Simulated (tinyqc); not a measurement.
What each parameter does: alloy A(1-x)B(x) by interpolation with bowing.

Each gap follows E(x) = (1 - x) E_A + x E_B - C x (1 - x); the lattice constant follows Vegard, a(x) = (1 - x) a_A + x a_B.

Mass at Gamma from the Kane formula 1/m = F + Ep (Eg + 2 Dso/3)/(Eg (Eg + Dso)). F is fixed by the masses of A and B and interpolated linearly, as is Ep; Eg and Dso carry their bowing.

Parameters, chosen for this exercise (A near Ge, B near Si; not measured data):
- Eg = (0.892, 4.146) eV (gap at Gamma to the s-like level of A, B)
- EgX = (0.932, 1.171) eV (gap to the lowest valley along Gamma-X of A, B)
- EgL = (0.744, 2.083) eV (gap to L of A, B)
- C = (0.222, 0.176, 0.09) eV (bowing of the Gamma, X and L gaps)
- x = 0.28 (fraction of B)
- Dso = (0.286, 0.044) eV (spin-orbit splitting of A, B)
- Ep = (25.9, 21.5) eV (Kane energy of A, B)
- me = (0.0381, 0.1974) m0 (electron mass at Gamma of A, B)
- Cs = 0 eV (bowing of Dso)

Gaps at x and the Kane mass. Each row changes one parameter from the base and keeps the others.

Results:

| case | Gamma (eV) | X (eV) | L (eV) | mass (m0) |
|---|---|---|---|---|
| base | 1.7584 | 0.9634 | 1.1008 | 0.0759 |
| x = 0.32 | 1.8850 | 0.9702 | 1.1529 | 0.0818 |
| C = (0.322, 0.276, 0.19) eV | 1.7382 | 0.9433 | 1.0806 | 0.0751 |
| Eg = (0.937, 4.146) eV | 1.7908 | 0.9634 | 1.1008 | 0.0725 |
| EgX = (0.932, 1.112) eV | 1.7584 | 0.9469 | 1.1008 | 0.0759 |
| EgL = (0.707, 2.083) eV | 1.7584 | 0.9634 | 1.0741 | 0.0759 |
| Ep = (28.5, 23.7) eV | 1.7584 | 0.9634 | 1.1008 | 0.0803 |
| Cs = 0.05 eV | 1.7584 | 0.9634 | 1.1008 | 0.0758 |

The largest shifts from the base row, up to three for each result and ties (the steps differ in size, so this ranks the rows, not the parameters). Gamma (eV): x +0.1266, Eg +0.0324, C -0.0202; unchanged at the printed digits by EgX, EgL, Ep and Cs. X (eV): C -0.0202, EgX -0.0165, x +0.0067; unchanged at the printed digits by Eg, EgL, Ep and Cs. L (eV): x +0.0521, EgL -0.0266, C -0.0202; unchanged at the printed digits by Eg, EgX, Ep and Cs. mass (m0): x +0.0058, Ep +0.0044, Eg -0.0035; unchanged at the printed digits by EgX and EgL.

Run: tinyqc, `OMP_NUM_THREADS=1 python tinyqc.py 1050853 1050854 out.jsonl`; Intel(R) Xeon(R) Processor @ 2.30GHz, one thread, shared host; about 0.01 s of CPU time with all checks.
